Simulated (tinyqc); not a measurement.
Coherent transport through a tight-binding region between two chains, step by step. One step of it, computed by the program tinyqc.

Problem. Transmission at E = 0.99 eV. Surface Green function g = (E - i sqrt(4 t^2 - E^2)) / (2 t^2); self-energy tc^2 g on each contact site; G = (E - H - Sigma)^(-1); Gamma = -2 Im Sigma; T = Gamma_L Gamma_R |G_LR|^2; local density of states -Im G_ii / pi.

H of the central region (eV):
$$\begin{pmatrix}
0.000000 & -2.320000 & 0.000000 & 0.000000 & 0.000000 & -2.320000 \\
-2.320000 & 0.990000 & -2.320000 & 0.000000 & 0.000000 & 0.000000 \\
0.000000 & -2.320000 & 0.990000 & -2.320000 & 0.000000 & 0.000000 \\
0.000000 & 0.000000 & -2.320000 & 0.990000 & -2.320000 & 0.000000 \\
0.000000 & 0.000000 & 0.000000 & -2.320000 & 0.990000 & -2.320000 \\
-2.320000 & 0.000000 & 0.000000 & 0.000000 & -2.320000 & 0.000000
\end{pmatrix}$$

Leads: semi-infinite chains with site energy 0:
```
parameter                           value
lead hopping t (eV)              2.520000
coupling to the left lead (eV)   0.690000
coupling to the right lead (eV)  0.530000
left contact site                       1
right contact site                      2
```

E = 0.990000 eV

Give: g; G; local density of states; transmission.

Solution.

g = 0.0779-0.3891i 1/eV

G (1/eV):
$$\begin{pmatrix}
-0.0469-0.0059i & 0.2249+0.0031i & 0.0491-0.0046i & -0.2249-0.0031i & -0.0491+0.0046i & 0.2249+0.0031i \\
0.2249+0.0031i & -0.0461-0.0096i & 0.2052-0.0010i & 0.0461+0.0096i & -0.2052+0.0010i & -0.0461-0.0096i \\
0.0491-0.0046i & 0.2052-0.0010i & -0.0472-0.0051i & 0.2258+0.0010i & 0.0472+0.0051i & -0.2258-0.0010i \\
-0.2249-0.0031i & 0.0461+0.0096i & 0.2258+0.0010i & -0.0461-0.0096i & 0.2052-0.0010i & 0.0461+0.0096i \\
-0.0491+0.0046i & -0.2052+0.0010i & 0.0472+0.0051i & 0.2052-0.0010i & -0.0472-0.0051i & 0.2258+0.0010i \\
0.2249+0.0031i & -0.0461-0.0096i & -0.2258-0.0010i & 0.0461+0.0096i & 0.2258+0.0010i & -0.0461-0.0096i
\end{pmatrix}$$

local density of states (1/eV): [0.0019, 0.0031, 0.0016, 0.0031, 0.0016, 0.0031]

transmission = 0.0041
